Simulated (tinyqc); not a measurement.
The mobility curve: inversion-layer mobility, back-scattering and ballistic limit of a field-effect transistor. Computed by tinyqc, a small Python program. Command: `OMP_NUM_THREADS=1 python tinyqc.py 3008687 3008688 out.jsonl mos walk`. One thread of a shared host (Intel(R) Xeon(R) Processor @ 2.30GHz), about 0.01 s of CPU time with the checks.

The charge at the top of the source barrier is fixed by the gate; series resistance and short-channel effects are left out. F_j are Fermi integrals normalised to exp(eta) in the classical limit.

Inputs (values chosen for the exercise, modelled on a strained silicon n-channel):

| quantity | value | unit |
|---|---|---|
| weight w of the inversion charge | 0.5 | - |
| permittivity eps | 11.7 | - |
| phonon mobility at 1 MV/cm and 300 K, mu_ph | 650 | cm^2/(V s) |
| roughness mobility at 1 MV/cm, mu_sr | 2200 | cm^2/(V s) |
| Coulomb mobility at N_inv = 1e12/cm^2, mu_C | 1000 | cm^2/(V s) |
| electrical oxide thickness t_inv | 3.7 | nm |
| depletion charge N_dep | 2.4e+11 | 1/cm^2 |
| temperature T | 300 | K |

Statistics at the top of the barrier: Fermi-Dirac.

Constants: eps_0 = 8.8541878128e-12 F/m; e = 1.602176634e-19 C.

Method. N_inv = 3.9 eps_0 (V_G - V_T)/(e t_inv); effective field E_eff = e (N_dep + w N_inv)/(eps eps_0). mu_phonon = mu_ph (E_eff/1 MV/cm)^(-0.3) (T/300 K)^(-1.75); mu_rough = mu_sr (E_eff/1 MV/cm)^(-2); mu_Coulomb = mu_C (N_inv/1e12 cm^-2) (T/300 K); Matthiessen's rule adds 1/mu.

Mobilities (cm^2/(V s)):

| V_G - V_T (V) | N_inv (1/cm^2) | E_eff (MV/cm) | phonon | roughness | Coulomb | total |
|---|---|---|---|---|---|---|
| 0.03 | 1.7475e+11 | 0.05063 | 1590.7 | 8.5818e+05 | 174.8 | 157.43 |
| 0.06 | 3.4950e+11 | 0.06415 | 1481.7 | 5.3468e+05 | 349.5 | 282.65 |
| 0.12 | 6.9901e+11 | 0.09117 | 1333.4 | 2.6467e+05 | 699.0 | 457.80 |
| 0.20 | 1.1650e+12 | 0.12721 | 1206.6 | 1.3595e+05 | 1165.0 | 590.15 |
| 0.35 | 2.0388e+12 | 0.19478 | 1061.8 | 5.7990e+04 | 2038.8 | 689.89 |
| 0.50 | 2.9125e+12 | 0.26234 | 971.1 | 3.1966e+04 | 2912.5 | 712.04 |
| 0.75 | 4.3688e+12 | 0.37496 | 872.4 | 1.5648e+04 | 4368.8 | 694.90 |
| 1.00 | 5.8251e+12 | 0.48757 | 806.3 | 9.2545e+03 | 5825.1 | 657.92 |
| 1.50 | 8.7376e+12 | 0.71279 | 719.5 | 4.3301e+03 | 8737.6 | 576.28 |

The lowest part is Coulomb from 0.0300 to 0.200, phonon from 0.350 to 1.50 V. The total peaks at 712 near E_eff = 0.26 MV/cm: screening lifts it at low density and the field presses it down at high density.

Extremes, crossings and ranges named in words are read from the listed rows.
